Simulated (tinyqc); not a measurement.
Inside a calculation. Method: Luttinger-Kohn k.p, four valence bands. One step of it, computed by the program tinyqc.

Problem. Hole masses. E = c [g1 k^2 -/+ 2 sqrt(g2^2 k^4 + 3 (g3^2 - g2^2)(kx^2 ky^2 + ky^2 kz^2 + kz^2 kx^2))] with c = hbar^2/2m, and m* = hbar^2 k^2 / (2 E).

Luttinger parameters chosen for this model; energies are counted downward from the top of the valence band:
```
parameter     value  unit
g1         6.430000
g2         0.790000
g3         1.070000
```

Give: Masses.

Solution.

Masses (electron masses):
```
direction  heavy  light
[100]      0.206  0.125
[110]      0.226  0.118
[111]      0.233  0.117
```
